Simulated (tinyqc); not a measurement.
Elastic strain and critical thickness of a cubic alloy layer A(1-x)B(x) on a thick substrate: one step, computed by the program tinyqc.

Strain is positive in tension. The layer is coherent with the substrate unless said otherwise.

Problem. Alloy by Vegard's rule, and misfit. a = (1 - x) a_A + x a_B, the same rule for each C_ij; misfit f = (a_S - a)/a, the in-plane strain of the coherent layer.

Inputs (values chosen for the exercise, for a model alloy):
```
quantity                        value      unit
fraction x of B                  0.28         -
lattice constant a_A            5.653  angstrom
lattice constant a_B            6.096  angstrom
substrate lattice constant a_S  5.652  angstrom
```

C11, C12, C44 of A (GPa): 113.8  48.37  60.53

C11, C12, C44 of B (GPa): 79.86  40.47  46.39

Give: free lattice constant a; elastic constants; misfit f.

Solution.

free lattice constant a = 5.77704 angstrom

elastic constants (GPa): C11 104.2968, C12 46.1580, C44 56.5708

misfit f = -0.02164

The layer is compressed in the plane by 2.16 %.
